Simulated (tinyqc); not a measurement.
## Gain factor and gap resistance from two string resistances

Question. At small bit-line voltage each of the 96 cells has the resistance 1/(K x) at overdrive x (no mobility reduction) in series with a gap resistance Rg. Find K, Rg and the share of the gaps at the higher overdrive.

resistance of a string of 96 equal cells at overdrives of 3.5 and 8.1 V (kohm): [1315.5918, 759.28042]

Solution. The resistance per cell is a straight line in 1/x with slope 1/K and intercept Rg.

K = 28.0 uA/V^2
Rg = 3.50 kohm
share of the gaps = 44.3 %

Numbers from tinyqc (`OMP_NUM_THREADS=1 python tinyqc.py 2142085 2142086 out.jsonl`; about 0.5 s on one thread of a shared Intel Xeon 2.30GHz).
